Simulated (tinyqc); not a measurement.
Lorentz oscillators and the Kramers-Kronig relations: one step. eps1 at one grid point. Three cases, with inputs chosen for the exercise.

Task: List the terms E_j eps2_j/(E_j^2 - E_i^2) for j - i odd, add them and form eps1.

Kramers-Kronig: eps1(E) = 1 + (2/pi) P integral_0^infinity E1 eps2(E1)/(E1^2 - E^2) dE1. Maclaurin rule on the grid E_j = j h, j = 1 .. M: eps1(E_i) = 1 + (4 h/pi) sum over j with j - i odd of E_j eps2(E_j)/(E_j^2 - E_i^2); nothing is added above E_M.

Case 1.

Values chosen: h = 0.4 eV (grid step); M = 40 (grid points E_j = j h); i = 4 (grid index at which eps1 is wanted).

eps2(E_j), j = 1 .. M: 0.051782  0.108357  0.175662  0.262473  0.383602  0.567039  0.872180  1.444074  2.709540  6.266870  17.936094  18.406719  6.449626  2.780668  1.490133  0.914638  0.613151  0.436899  0.325469  0.250789  0.198436  0.160399  0.131952  0.110158  0.093122  0.079573  0.068636  0.059692  0.052295  0.046114  0.040903  0.036474  0.032681  0.029412  0.026578  0.024105  0.021939  0.020030  0.018342  0.016843

Case 2.

Values chosen: h = 0.4 eV (grid step); M = 30 (grid points E_j = j h); i = 9 (grid index at which eps1 is wanted).

eps2(E_j), j = 1 .. M: 0.169304  0.365140  0.625733  1.023491  1.726791  3.206783  6.895453  12.999232  10.336333  10.761641  28.703423  23.451464  7.079197  3.123483  1.744800  1.112432  0.769917  0.563254  0.428857  0.336526  0.270386  0.221419  0.184189  0.155252  0.132342  0.113916  0.098892  0.086496  0.076161  0.067463

Case 3.

Values chosen: h = 0.5 eV (grid step); M = 30 (grid points E_j = j h); i = 5 (grid index at which eps1 is wanted).

eps2(E_j), j = 1 .. M: 0.004629  0.009331  0.014181  0.019260  0.024660  0.030485  0.036861  0.043940  0.051911  0.061015  0.071566  0.083981  0.098829  0.116904  0.139350  0.167875  0.205146  0.255553  0.326864  0.434152  0.610510  0.940670  1.667405  3.074115  3.044195  2.391821  2.555091  2.982682  2.999061  2.424764

Give: terms in order of j; sum; eps1(E_i).

Result:

Case 1.

terms in order of j (1/eV): -0.0086  -0.1882  0.5328  0.4625  0.9379  4.6975  1.3700  0.2674  0.0955  0.0448  0.0245  0.0148  0.0096  0.0065  0.0046  0.0034  0.0025  0.0019  0.0015  0.0012

sum = 8.282 1/eV
eps1(E_i) = 5.218

The oscillator formula gives 5.221 at E_i = 1.6 eV. The rule samples every 2h = 0.8 eV against a narrowest width of 0.73 eV and stops at 16 eV; coarse sampling and the missing tail make the difference.

Case 2.

terms in order of j (1/eV): -0.0237  -0.1575  -1.0689  -15.2932  14.1601  11.1674  0.9506  0.2543  0.1043  0.0527  0.0302  0.0188  0.0124  0.0086  0.0062

sum = 10.222 1/eV
eps1(E_i) = 6.206

The oscillator formula gives 7.575 at E_i = 3.6 eV. The rule samples every 2h = 0.8 eV against a narrowest width of 0.59 eV and stops at 12 eV; coarse sampling and the missing tail make the difference.

Case 3.

terms in order of j (1/eV): -0.0018  -0.0171  0.0333  0.0180  0.0163  0.0169  0.0191  0.0233  0.0308  0.0463  0.0902  0.2678  0.1911  0.2201  0.1663

sum = 1.120 1/eV
eps1(E_i) = 1.713

The oscillator formula gives 1.827 at E_i = 2.5 eV. The rule samples every 2h = 1 eV against a narrowest width of 1.22 eV and stops at 15 eV; coarse sampling and the missing tail make the difference.

Computed by tinyqc, one run a case: `OMP_NUM_THREADS=1 python tinyqc.py N N+1 out.jsonl` with N = 1652264, 1652418, 1652576; one thread of a shared Intel(R) Xeon(R) Processor @ 2.30GHz, about 0.2 s a run at most.
